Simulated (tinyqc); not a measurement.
## Trap density from two Hall measurements

Inverse problem. p-type body, charge-sheet picture, full ionisation (an idealisation for deep acceptors), Boltzmann statistics for free electrons. e = Ec - EF at the surface. psi = Eg - Vt ln(Nv/Na) - e; N_dep = sqrt(2 eps0 eps_r Na (psi - Vt)/q); n_f = sqrt(N_dep^2 + 2 eps0 eps_r Vt Nc exp(-e/Vt)/q) - N_dep; Vg = Vfb + psi + q (N_dep + n_t + n_f)/Cox, Cox = eps0 eox/tox. Find e and n_t at both points and the mean trap density between them.

Parameters, values chosen for the exercise; band and dielectric values close to those of 4H silicon carbide:

| symbol | value | unit | meaning |
|---|---|---|---|
| T | 400 | K | temperature |
| Eg | 3.32 | eV | band gap |
| eps_r | 9.88 |  | relative permittivity |
| Nc | 2.59e19 | cm^-3 | conduction-band density of states at T |
| Nv | 3.83e19 | cm^-3 | valence-band density of states at T |
| eox | 3.9 |  | relative permittivity of the insulator |
| tox | 56 | nm | insulator thickness |
| Na | 1.8e16 | cm^-3 | acceptor density |
| Vfb | -2.19 | V | flat-band voltage without trapped charge |

Constants: q = 1.602176634e-19 C, kB = 1.380649e-23 J/K, Vt = kB T/q, eps0 = 8.8541878128e-14 F/cm where lengths are in cm. Results are converted to the units shown.

Vg (V): [3.6752501, 4.4500401]
free sheet density from the Hall effect (cm^-2): [8.0449182e9, 4.9565328e10]

Answer. Each n_f fixes e; what the gate voltage holds beyond psi, N_dep and n_f is trapped; the difference quotient is the density, smeared over a few Vt.

e (eV): [0.231, 0.167]
n_t (cm^-2): [4.22e11, 6.45e11]
mean trap density = 3.49e12 cm^-2 eV^-1

Program tinyqc, `OMP_NUM_THREADS=1 python tinyqc.py 2222212 2222213 out.jsonl`; Intel Xeon 2.30GHz, shared host, one thread, about 0.02 s.
